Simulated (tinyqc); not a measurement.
Valence-band offset from core levels (Kraut method), with the dipole against the affinity rule: two steps of the calculation.

Binding energies are counted downwards from the Fermi level. dEv > 0 means that the valence edge of B lies below that of A, dEc > 0 that the conduction edge of B lies above that of A; dEc + dEv = EgB - EgA. The spectra are made-up values treated as data.

Values chosen for this exercise; gaps and affinities close to those of germanium (A) and tantalum oxide (B):
```
symbol  value  unit                                        meaning
chiA     4.05    eV                         electron affinity of A
chiB     3.32    eV                         electron affinity of B
ei        6.1        relative permittivity inside the dipole layer
dd       0.22    nm                  thickness of the dipole layer
bg         49                         background counts in the gap
```

Constants: q = 1.602176634e-19 C, eps0 = 8.8541878128e-14 F/cm where lengths are in cm. Results are converted to the units shown.

Question 1. Valence-band maximum of bare A. Fit a straight line to the leading edge by least squares; the maximum vA lies where it meets the background.

```
point	binding energy (eV)	counts on the leading edge
0	0.64	188
1	0.76	251
2	0.88	311
3	1	384
4	1.12	460
5	1.24	498
```

Wanted: slope; intercept; vA.

Answer 1.

slope = 535.7 counts/eV
intercept = -154.9 counts
vA = 0.3806 eV

Question 2. Interface dipole. The affinity rule gives dEc(0) = chiA - chiB; the dipole step is D = dEc - dEc(0), and two sheets of opposite charge dd apart hold N = eps0 ei |D|/(q dd).

dEc = 0.81062222 eV

Find: dEc(0); D; N; field in the dipole layer.

Answer 2.

dEc(0) = 0.73000 eV
D = 0.080622 eV
N = 1.2354e13 cm^-2
field in the dipole layer = 3.6646 MV/cm

N is 0.018 elementary charges for each of about 7e14 surface atoms per cm^2.

Numbers from tinyqc (`OMP_NUM_THREADS=1 python tinyqc.py 2410030 2410031 out.jsonl`; about 0.01 s on one thread of a shared Intel Xeon 2.30GHz).
